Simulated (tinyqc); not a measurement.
Gain against electron density: polytypes and stacking faults of a tetrahedral semiconductor in an axial Ising model with couplings up to third neighbours. Computed by tinyqc, a small Python program. Command: `OMP_NUM_THREADS=1 python tinyqc.py 3003305 3003306 out.jsonl polytype walk`. One thread of a shared host (Intel(R) Xeon(R) Processor @ 2.30GHz), about 0.01 s of CPU time with the checks.

Each double layer has s = +1 or -1 for the sense of its stacking step; E per pair of atoms = E0 - sum_n J_n <s_i s_(i+n)>, n = 1, 2, 3. Hexagonality h = (1 - <s_i s_(i+1)>)/2.

Inputs (values chosen for the exercise, of the order of those of GaAs for J, a, G and the gaps):

| quantity | value | unit |
|---|---|---|
| J1 | 9.88 | meV/pair |
| J2 | -0.747 | meV/pair |
| J3 | -0.12 | meV/pair |
| basal lattice constant a | 4 | angstrom |
| binding energy of the fault level E_b | 0.088 | eV |
| in-plane mass m | 0.43 | m0 |
| effective density of states N_c at 300 K | 1.1e+19 | 1/cm^3 |
| temperature T | 450 | K |

Host polytype: 3C.

Constants: 1 eV/angstrom^2 = 16.02176634 J/m^2; m_0 = 9.1093837015e-31 kg; hbar = 1.054571817e-34 J s; k_B = 1.380649e-23 J/K; k_B = 8.617333262e-05 eV/K.

Method. Faults in 3C: the sequences intrinsic (-), extrinsic (--), twin boundary (+ turns to -) are put between perfect repeats; k_n = (layers x C_n of the host) - sum_i s_i s_(i+n). gamma = sum k_n J_n/A, A = (sqrt 3/2) a^2; 1 meV/angstrom^2 = 16.02177 mJ/m^2. The fault binds electrons in a two-dimensional band E_b below the conduction edge, g2 = m m0/(pi hbar^2) for one valley. With the Fermi level held by the bulk, eta = ln[n/N_c(T)], N_c(T) = N_c (T/300)^1.5, the grand potential falls by g2 (k_B T)^2 F1(x), x = eta + E_b/(k_B T), F1(x) = integral from 0 to infinity of ln(1 + exp(x - t)) dt; sheet density g2 k_B T ln(1 + e^x). Band bending by the trapped charge is left out, so the gain is an upper bound.

fault coefficients k_n:
```
               J1  J2  J3
intrinsic       4   4   4
extrinsic       4   8   8
twin boundary   2   4   6
```

energy of the glide fault, intrinsic = 41.6859 mJ/m^2

At T:

| n (1/cm^3) | x | sheet density (1/cm^2) | gain (mJ/m^2) | gain/gamma | gain/gamma at T + 200 K |
|---|---|---|---|---|---|
| 1.00e+14 | -9.9471 | 3.3340e+08 | 2.0714e-05 | 4.9691e-07 | 2.9709e-07 |
| 1.00e+15 | -7.6445 | 3.3333e+09 | 2.0712e-04 | 4.9686e-06 | 2.9708e-06 |
| 1.00e+16 | -5.3419 | 3.3261e+10 | 2.0690e-03 | 4.9632e-05 | 2.9699e-05 |
| 1.00e+17 | -3.0394 | 3.2568e+11 | 2.0472e-02 | 4.9109e-04 | 2.9608e-04 |
| 1.00e+18 | -0.7368 | 2.7245e+12 | 1.8654e-01 | 4.4748e-03 | 2.8748e-03 |
| 5.00e+18 | 0.8727 | 8.5104e+12 | 7.1186e-01 | 1.7077e-02 | 1.2874e-02 |
| 2.00e+19 | 2.2590 | 1.6427e+13 | 1.7720e+00 | 4.2507e-02 | 3.9384e-02 |

For x well below 0 the gain is k_B T times the sheet density and linear in n; for x well above 0 the well fills and the gain grows only about as x^2. It stays below the fault energy in all rows; 200 K more changes it by a factor 0.60 at 1e16.
